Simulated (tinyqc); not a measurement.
Surface potential of a MOS transistor: implicit equation and explicit approximations: two steps of the calculation.

p-type body, charge-sheet picture, depletion and inversion only, full ionisation (an idealisation for deep acceptors), Boltzmann statistics (rough once Na exp(x - xn) passes about Nc/7). In units of Vt: xg = (Vg - Vfb)/Vt, x = psi/Vt, G = gamma/sqrt(Vt), xn = (2 phiF + Vc)/Vt. The implicit equation is (xg - x)^2 = G^2 [x - 1 + exp(x - xn)] for x above about 3. Cox = eps0 eox/tox.

Values chosen for this exercise; band and dielectric values close to those of silicon:
- T = 300 K (temperature)
- Eg = 1.14 eV (band gap)
- eps_r = 11.6 (relative permittivity)
- Nc = 2.76e19 cm^-3 (conduction-band density of states at T)
- Nv = 2.63e19 cm^-3 (valence-band density of states at T)
- eox = 3.9 (relative permittivity of the gate insulator (close to silicon dioxide))
- tox = 4.7 nm (insulator thickness)
- Na = 9.7e16 cm^-3 (acceptor density)
- Vfb = -0.55 V (flat-band voltage)
- Vc = 0 V (channel-body voltage)
- Vg = 1.03 V (gate-body voltage)

Constants: q = 1.602176634e-19 C, kB = 1.380649e-23 J/K, Vt = kB T/q, eps0 = 8.8541878128e-14 F/cm where lengths are in cm. Results are converted to the units shown.

Question 1. Scales. ni = sqrt(Nc Nv) exp(-Eg/(2 Vt)), Eg in volts; phiF = Vt ln(Na/ni); gamma = sqrt(2 q eps0 eps_r Na)/Cox; VT = Vfb + Vt (xn + G sqrt(xn - 1)).

Give: phiF; gamma; G; xn; VT; xg.

Answer 1.

phiF = 0.42454 V
gamma = 0.24319 V^0.5
G = 1.5125
xn = 32.844
VT = 0.51972 V
xg = 61.117

Question 2. Potential, charges and gate control. psi = Vt x; N_dep = Cox Vt G sqrt(x - 1)/q; N_inv = (Cox Vt G/q) [sqrt(x - 1 + exp(x - xn)) - sqrt(x - 1)]; dpsi/dVg = 1/[1 + G^2 (1 + exp(x - xn))/(2 (xg - x))].

converged x = 38.112669
G = 1.5125052
xn = 32.843696
xg = 61.117129

Wanted: psi; N_dep; N_inv; dpsi/dVg.

Answer 2.

psi = 0.98529 V
N_dep = 1.0923e12 cm^-2
N_inv = 1.6348e12 cm^-2
dpsi/dVg = 0.093400

psi lies 5.3 Vt above 2 phiF + Vc.

Program tinyqc, `OMP_NUM_THREADS=1 python tinyqc.py 2122158 2122159 out.jsonl`; Intel Xeon 2.30GHz, shared host, one thread, about 0.01 s.
